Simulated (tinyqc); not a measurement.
CMOS latch-up, two-transistor model: one step of the calculation.

A parasitic pnp (emitter at Vdd, base shunted by Rw) and npn (emitter at ground, base shunted by Rs) feed each other: the npn collector current flows out of the pnp base node, the pnp collector current into the npn base node. Forward-active transistors with constant gains: Icn = Isn exp(Vn/Vt), Icp = Isp (exp(Vp/Vt) - 1). A current Ii is injected into the npn base node.

Task. The off branch. Node equations: Vp/Rw + Icp/bp = Icn and Vn/Rs + Icn/bn = Icp + Ii. Loop gain G = gn gp/[(1/Rw + gp/bp)(1/Rs + gn/bn)], gn = Icn/Vt, gp = (Icp + Isp)/Vt; the off state ends where G = 1, and Ii there is the trigger current. For each Vn: Icn, then Vp from the first equation, then Ii from the second.

Parameters, values chosen for the exercise; values close to those of bulk CMOS: temperature T = 350 K; current gain of the npn bn = 17.6; current gain of the pnp bp = 2.3; saturation current of the npn at T Isn = 2.7e-12 A; saturation current of the pnp at T Isp = 4.3e-13 A; substrate resistance shunting the npn Rs = 1100 ohm; well resistance shunting the pnp Rw = 370 ohm; current injected into the substrate Ii = 0.434 mA.

Constants: q = 1.602176634e-19 C, kB = 1.380649e-23 J/K, Vt = kB T/q. Results are converted to the units shown.

Vn, point 0 to 7 (V): [0.404, 0.484, 0.534, 0.564, 0.584, 0.604, 0.619, 0.634]

Find: Icn; Vp; Icp; Ii; G.

Result.

Icn, point 0 to 7 (mA): [0.001773, 0.02516, 0.1320, 0.3569, 0.6928, 1.345, 2.211, 3.635]
Vp, point 0 to 7 (V): [6.560e-4, 0.009308, 0.04885, 0.1321, 0.2563, 0.4965, 0.6515, 0.6927]
Icp, point 0 to 7 (mA): [9.455e-12, 1.555e-10, 1.742e-9, 3.386e-8, 2.110e-6, 0.006066, 1.035, 4.056]
Ii, point 0 to 7 (mA): [0.3674, 0.4414, 0.4930, 0.5330, 0.5703, 0.6194, -0.3467, -3.273]
G, point 0 to 7: [3.473e-10, 6.263e-9, 1.007e-7, 3.148e-6, 2.686e-4, 0.9336, 28.13, 34.16]

Ii peaks at 0.6194 mA, at Vn = 0.6041 V where G = 1; beyond it the loop feeds itself.

Computed by the program tinyqc: `OMP_NUM_THREADS=1 python tinyqc.py 2670038 2670039 out.jsonl`, one thread of a shared Intel Xeon 2.30GHz, about 0.05 s for the whole run.
